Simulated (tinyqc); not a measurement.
Ways to reach one band: three-band (Emery) model of a CuO2 plane downfolded to one band.

Electron picture, d at 0 and the oxygen p orbitals at -D; sx = sin(kx a/2), sy = sin(ky a/2). H = [[0, 2 tpd sx, -2 tpd sy], [., -D, -4 tpp sx sy], [., ., -D]], real and symmetric. The top (antibonding) band crosses the Fermi level.

One-band form E = e0 - 2t (cos kx + cos ky) - 4t' cos kx cos ky - 2t'' (cos 2kx + cos 2ky) - 4t''' (cos 2kx cos ky + cos kx cos 2ky), k in 1/a. Each hopping is minus the mean of E cos(m kx) cos(n ky) over a 12 x 12 mesh, k = (j + 1/2) 2 pi/12.

Inputs chosen for the exercise (out of a larger set: of the size used for cuprate planes; not measured data):
- D = 3.4 eV (ed - ep)
- tpd = 1.54 eV (d-p hopping)
- tpp = 0.62 eV (p-p hopping)

e0, t, t', t'', t''' (eV): 2.04211  0.48286  -0.01854  0.03673  0.00035

k in pi/a. Second order: 4 tpd^2 (sx^2 + sy^2)/D. Downfolded at a fixed energy: h(E0) = V (E0 - H_pp)^-1 V^T at E0 = the exact level at (1/2,1/2), then linearised, E = E0 + Z (h(E0) - E0), Z = 1/(1 + |(E0 - H_pp)^-1 V^T|^2). Fourier: all four hoppings.

Top band (eV):

| k | exact | second order | linearised | Fourier |
|---|---|---|---|---|
| (0,0) | 0.0000 | 0.0000 | 0.0000 | 0.0351 |
| (1/2,0) | 1.0628 | 1.3951 | 1.0256 | 1.0778 |
| (1,0) | 1.8180 | 2.7901 | 1.8120 | 1.8211 |
| (1,1/2) | 3.0151 | 4.1852 | 2.9432 | 3.0064 |
| (1,1) | 3.9200 | 5.5802 | 3.5070 | 3.9036 |
| (3/4,3/4) | 3.4334 | 4.7630 | 3.2434 | 3.4449 |
| (1/2,1/2) | 2.1839 | 2.7901 | 2.1839 | 2.1890 |
| (1/4,1/4) | 0.7364 | 0.8172 | 0.6850 | 0.7134 |

What does the comparison show, and why?

The band is 3.920 eV wide; second order gives 5.580, a factor 1.42, since 2 tpd/D = 0.91 is not small. It also leaves out tpp, which widens the exact band and so lowers this factor. Linearising about the Fermi region is exact at (1/2,1/2), off by 6.0 meV at (1,0) and 413 meV at worst, far from E0. The four Fourier hoppings err by at most 35 meV, at (0,0).

(tinyqc, `OMP_NUM_THREADS=1 python tinyqc.py 1482624 1482625 out.jsonl`, Intel(R) Xeon(R) Processor @ 2.30GHz, 1 thread, shared host, about 0.06 s.)
